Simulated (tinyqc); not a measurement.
Worked calculation: plane-wave Kohn-Sham cycle with exchange-only LDA in a layered model solid. One step of it, computed by the program tinyqc.

Task: Iteration 1: potential. V_H(G) = 4 pi rho(G)/G^2 for G != 0 (uniform background); v_x = -(3 rho/pi)^(1/3); V = V_ext + V_H + v_x; Fourier components f(G_m) = (1/N) sum_j f(x_j) exp(-i G_m x_j).

A solid whose potential varies along x alone (atomic units):

| parameter | value |
|---|---|
| period a | 9.700000 |
| cross-section of the cell | 37.000000 |
| electrons per cell | 2 |
| grid points | 16 |
| plane waves -n..n, n | 2 |
| k points | 1 |
| V1 in V1 cos(2 pi x/a) | -0.560000 |

density at the start, on the grid x_j = j a/N (e/bohr^3): 0.00557258  0.00557258  0.00557258  0.00557258  0.00557258  0.00557258  0.00557258  0.00557258  0.00557258  0.00557258  0.00557258  0.00557258  0.00557258  0.00557258  0.00557258  0.00557258

Give: Potentials on the grid; V(G_m), m = 0, 1, 2, ....

Result:

Potentials on the grid (hartree):

| x | V_ext | V_H | v_x | V |
|---|---|---|---|---|
| 0.0000 | -0.5600 | 0.0000 | -0.1746 | -0.7346 |
| 0.6062 | -0.5174 | 0.0000 | -0.1746 | -0.6920 |
| 1.2125 | -0.3960 | 0.0000 | -0.1746 | -0.5706 |
| 1.8188 | -0.2143 | 0.0000 | -0.1746 | -0.3889 |
| 2.4250 | 0 | 0.0000 | -0.1746 | -0.1746 |
| 3.0312 | 0.2143 | 0.0000 | -0.1746 | 0.0397 |
| 3.6375 | 0.3960 | 0.0000 | -0.1746 | 0.2214 |
| 4.2438 | 0.5174 | 0.0000 | -0.1746 | 0.3428 |
| 4.8500 | 0.5600 | 0.0000 | -0.1746 | 0.3854 |
| 5.4562 | 0.5174 | 0.0000 | -0.1746 | 0.3428 |
| 6.0625 | 0.3960 | 0.0000 | -0.1746 | 0.2214 |
| 6.6688 | 0.2143 | 0.0000 | -0.1746 | 0.0397 |
| 7.2750 | 0 | 0.0000 | -0.1746 | -0.1746 |
| 7.8812 | -0.2143 | 0.0000 | -0.1746 | -0.3889 |
| 8.4875 | -0.3960 | 0.0000 | -0.1746 | -0.5706 |
| 9.0938 | -0.5174 | 0.0000 | -0.1746 | -0.6920 |

V(G_m), m = 0, 1, 2, ... (hartree): -0.1746  -0.2800  0.0000  0.0000  0.0000
